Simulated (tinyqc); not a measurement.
Critical temperature from a phonon spectrum: McMillan, Allen-Dynes and the linearised Eliashberg equation: one step, computed by the program tinyqc. Command: `OMP_NUM_THREADS=1 python tinyqc.py 3011637 3011638 out.jsonl eliashberg walk`. One thread of a shared host (Intel(R) Xeon(R) Processor @ 2.30GHz), about 0.02 s of CPU time with the checks.

alpha^2 F(omega) = sum_i (lambda_i omega_i/2) delta(omega - omega_i), so that lambda = 2 int alpha^2 F/omega d omega = sum_i lambda_i.

Task: McMillan and Allen-Dynes. McMillan form: k_B T_c = (omega_log/1.2) exp[-1.04 (1 + lambda)/(lambda - mu* (1 + 0.62 lambda))]. Allen-Dynes multiplies it by f1 f2: f1 = [1 + (lambda/L1)^(3/2)]^(1/3), L1 = 2.46 (1 + 3.8 mu*); f2 = 1 + (omega_rms/omega_log - 1) lambda^2/(lambda^2 + L2^2), L2 = 1.82 (1 + 6.3 mu*) omega_rms/omega_log.

Inputs (values chosen for the exercise, for a model metal): Coulomb pseudopotential mu* = 0.12.

Peaks in alpha^2 F: two.

lambda = 1.21

omega_rms = 10.13619 meV

omega_log = 8.334471 meV

Constants: k_B = 8.617333262e-05 eV/K.

Give: T_c, McMillan form; f1; f2; T_c, Allen-Dynes.

Result:

T_c, McMillan form = 8.093 K

f1 = 1.062

f2 = 1.019

T_c, Allen-Dynes = 8.756 K

The two corrections raise T_c by 8.2 %.
